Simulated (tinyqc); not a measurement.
Worked calculation: coherent transport through a tight-binding region between two chains. One step of it, computed by the program tinyqc.

Task: Transmission at E = -0.12 eV. Surface Green function g = (E - i sqrt(4 t^2 - E^2)) / (2 t^2); self-energy tc^2 g on each contact site; G = (E - H - Sigma)^(-1); Gamma = -2 Im Sigma; T = Gamma_L Gamma_R |G_LR|^2; local density of states -Im G_ii / pi.

H of the central region (eV):
```
           1          2
1   0.000000  -1.520000
2  -1.520000   0.000000
```

Leads: semi-infinite chains with site energy 0:
```
parameter                           value
lead hopping t (eV)              2.290000
coupling to the left lead (eV)   0.680000
coupling to the right lead (eV)  1.210000
left contact site                       1
right contact site                      2
```

E = -0.120000 eV

Give: g; G; local density of states; transmission.

Result:

g = -0.0114-0.4365i 1/eV

G (1/eV):
```
                1               2
1  0.0323-0.2645i  0.6252-0.0242i
2  0.6252-0.0242i  0.0440-0.0849i
```

local density of states (1/eV): 0.0842  0.0270

transmission = 0.2020
